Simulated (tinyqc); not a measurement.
Inside a calculation. Model: polytypes and stacking faults of a tetrahedral semiconductor in an axial Ising model with couplings up to third neighbours. Computed by tinyqc, a small Python program that keeps every step. Command: `OMP_NUM_THREADS=1 python tinyqc.py 3016946 3016947 out.jsonl polytype walk`. One thread of a shared host (Intel(R) Xeon(R) Processor @ 2.30GHz), about 0.01 s of CPU time with the checks. Intermediate numbers are printed to about 5 digits and carried at full precision; extremes and crossings named in words are read from the listed rows.

Each double layer has s = +1 or -1 for the sense of its stacking step; E per pair of atoms = E0 - sum_n J_n <s_i s_(i+n)>, n = 1, 2, 3. Hexagonality h = (1 - <s_i s_(i+1)>)/2.

Inputs (values chosen for the exercise, of the order of those of silicon for J, a, G and the gaps): J1 = 10.4 meV/pair; J2 = -0.79 meV/pair; J3 = -0.28 meV/pair; basal lattice constant a = 3.84 angstrom; shear modulus G = 65.6 GPa; Poisson ratio nu = 0.25; gap of 3C = 1.17 eV; gap of 4H = 1.1 eV; binding energy of the fault level E_b = 0.13 eV; in-plane mass m = 0.47 m0; effective density of states N_c at 300 K = 3.7e+19 1/cm^3; electron density n = 1.7e+16 1/cm^3; temperature T = 500 K.

Host polytype: 3C.

Constants: 1 eV/angstrom^2 = 16.02176634 J/m^2; m_0 = 9.1093837015e-31 kg; hbar = 1.054571817e-34 J s; k_B = 1.380649e-23 J/K; k_B = 8.617333262e-05 eV/K.

## Energies of the polytypes

correlations of the repeat units 3C (+), 2H (+-), 4H (++--), 6H (+++---), 15R (+++--), 8H (++++----), 21R (++++---), 9R (++-), rows 3C, 2H, 4H, 6H, 15R, 8H, 21R, 9R, columns n = 1, n = 2, n = 3:
```
[[1.0000, 1.0000, 1.0000],
 [-1.0000, 1.0000, -1.0000],
 [0.0000, -1.0000, 0.0000],
 [0.3333, -0.3333, -1.0000],
 [0.2000, -0.6000, -0.6000],
 [0.5000, 0.0000, -0.5000],
 [0.4286, -0.1429, -0.7143],
 [-0.3333, -0.3333, 1.0000]]
```

E - E(3C) = sum_n J_n (1 - C_n), C_n = <s_i s_(i+n)>. The gap is taken linear in h between 3C (h = 0) and 4H (h = 1/2), a rough rule, with a dash beyond.

Polytypes:
```
polytype       h  E - E(3C) (meV/pair)  gap by the linear rule (eV)
3C        0.0000                 0.000                       1.1700
2H        1.0000                20.240                            -
4H        0.5000                 8.540                       1.1000
6H        0.3333                 5.320                       1.1233
15R       0.4000                 6.608                       1.1140
8H        0.2500                 3.990                       1.1350
21R       0.2857                 4.560                       1.1300
9R        0.6667                12.813                            -
```

E(2H) - E(3C) = 20.24 meV/pair

E(4H) - E(3C) = 8.54 meV/pair

E(6H) - E(3C) = 5.32 meV/pair

The lowest is 3C, 3.990 meV/pair below 8H. J1/|J2| = 13.16: for J3 = 0 and J2 < 0 the ground state is 2H below -2, 4H between -2 and 2, and 3C above 2; at 2 itself all periods with bands of two or more layers are degenerate.

## Back from three energies to J1, J2, J3

With d2, d4, d6 the energies of 2H, 4H, 6H over 3C: d2 = 2 J1 + 2 J3, d4 = J1 + 2 J2 + J3, d6 = (2/3) J1 + (4/3) J2 + 2 J3, so J2 = (d4 - d2/2)/2, J3 = (3/4)(d6 - (2/3) d4), J1 = d2/2 - J3.

J1 recovered = 10.4 meV/pair

J2 recovered = -0.79 meV/pair

J3 recovered = -0.28 meV/pair

## Stacking-fault energies

fault coefficients k_n, rows intrinsic, extrinsic, twin boundary, columns J1, J2, J3:
```
[[4, 4, 4],
 [4, 8, 8],
 [2, 4, 6]]
```

Faults in 3C: the sequences intrinsic (-), extrinsic (--), twin boundary (+ turns to -) are put between perfect repeats; k_n = (layers x C_n of the host) - sum_i s_i s_(i+n). gamma = sum k_n J_n/A, A = (sqrt 3/2) a^2; 1 meV/angstrom^2 = 16.02177 mJ/m^2.

gamma (mJ/m^2): intrinsic 46.823, extrinsic 41.453, twin boundary 20.024

energy of the glide fault, intrinsic = 46.823 mJ/m^2

The cheapest is the twin boundary fault.

## Splitting of a basal screw dislocation

Screw line, bounded by the intrinsic fault of energy gamma: b = a, partials b_p = a/sqrt 3; d = G b_p^2 (2 - 3 nu)/(8 pi gamma (1 - nu)). One partial is driven off by the shear stress gamma/b_p along its Burgers vector.

splitting width d = 4.5666 nm

stress to open the fault = 211.20 MPa

## Electronic energy gained by the fault

The fault binds electrons in a two-dimensional band E_b below the conduction edge, g2 = m m0/(pi hbar^2) for one valley. With the Fermi level held by the bulk, eta = ln[n/N_c(T)], N_c(T) = N_c (T/300)^1.5, the grand potential falls by g2 (k_B T)^2 F1(x), x = eta + E_b/(k_B T), F1(x) = integral from 0 to infinity of ln(1 + exp(x - t)) dt; sheet density g2 k_B T ln(1 + e^x). Band bending by the trapped charge is left out, so the gain is an upper bound. Net fault energy = gamma of the intrinsic fault less the electronic gain.

x = -5.4345

sheet density = 3.6831e+10 1/cm^2

electronic gain = 0.0025453 mJ/m^2

net fault energy = 46.820 mJ/m^2

The gain offsets 0.0054 % of the fault energy.

## Gain against electron density

The formulas are those given above.

At T:
```
n (1/cm^3)        x  sheet density (1/cm^2)  gain (mJ/m^2)  gain/gamma  gain/gamma at T + 200 K
1.00e+14    -10.570              2.1712e+08     1.4988e-05  3.2011e-07               1.5995e-07
1.00e+15     -8.268              2.1709e+09     1.4988e-04  3.2009e-06               1.5995e-06
1.00e+16     -5.965              2.1684e+10     1.4979e-03  3.1991e-05               1.5992e-05
1.00e+17     -3.663              2.1438e+11     1.4893e-02  3.1808e-04               1.5969e-04
1.00e+18     -1.360              1.9326e+12     1.4123e-01  3.0162e-03               1.5741e-03
5.00e+18      0.249              6.9843e+12     5.9073e-01  1.2616e-02               7.4239e-03
2.00e+19      1.636              1.5343e+13     1.6332e+00  3.4880e-02               2.5125e-02
```

For x well below 0 the gain is k_B T times the sheet density and linear in n; for x well above 0 the well fills and the gain grows only about as x^2. It stays below the fault energy in all rows; 200 K more changes it by a factor 0.50 at 1e16.

Checks made by the program: the recovered constants (relative difference below 1e-10).
